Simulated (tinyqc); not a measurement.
Inside a calculation. Method: extended Hueckel theory, for H6+. The parameters take no account of the charge, which enters only through the electron count. One step of it, computed by the program tinyqc.

Task: Mulliken analysis. P = C n C^T; charge = valence electrons (H 1) minus the sum of (P S)_ii on the atom; overlap population = 2 sum P_ij S_ij between two atoms.

coefficients:
```
            MO1        MO2        MO3        MO4        MO5        MO6
1H 1s  0.203025   0.378474   0.430345   0.609280  -0.705125   0.462434
2H 1s  0.287200   0.396035   0.232421  -0.405677   0.826485  -0.740801
3H 1s  0.361095   0.119231  -0.426818  -0.586546  -0.260895   0.992724
4H 1s  0.361095  -0.119231  -0.426818   0.586546  -0.260895  -0.992724
5H 1s  0.287200  -0.396035   0.232421   0.405677   0.826485   0.740801
6H 1s  0.203025  -0.378474   0.430345  -0.609280  -0.705125  -0.462434
```

occupations: 2.000000  2.000000  1.000000  0.000000  0.000000  0.000000

overlap S, lower triangle:
```
          1H 1s     2H 1s     3H 1s     4H 1s     5H 1s     6H 1s
1H 1s  1.000000
2H 1s  0.544588  1.000000
3H 1s  0.091128  0.363497  1.000000
4H 1s  0.018443  0.091128  0.544588  1.000000
5H 1s  0.001632  0.010055  0.091128  0.363497  1.000000
6H 1s  0.000220  0.001632  0.018443  0.091128  0.544588  1.000000
```

Give: charges; Overlap populations.

Result:

charges: 1H 0.1623, 2H 0.1123, 3H 0.2255, 4H 0.2255, 5H 0.1123, 6H 0.1623

Overlap populations:
```
pair      value
2-1    0.562469
3-1    0.009695
3-2    0.147326
4-1   -0.004696
4-2    0.002510
4-3    0.451487
5-1   -0.000271
5-2   -0.001904
5-3    0.002510
5-4    0.147326
6-1   -0.000008
6-2   -0.000271
6-3   -0.004696
6-4    0.009695
6-5    0.562469
```
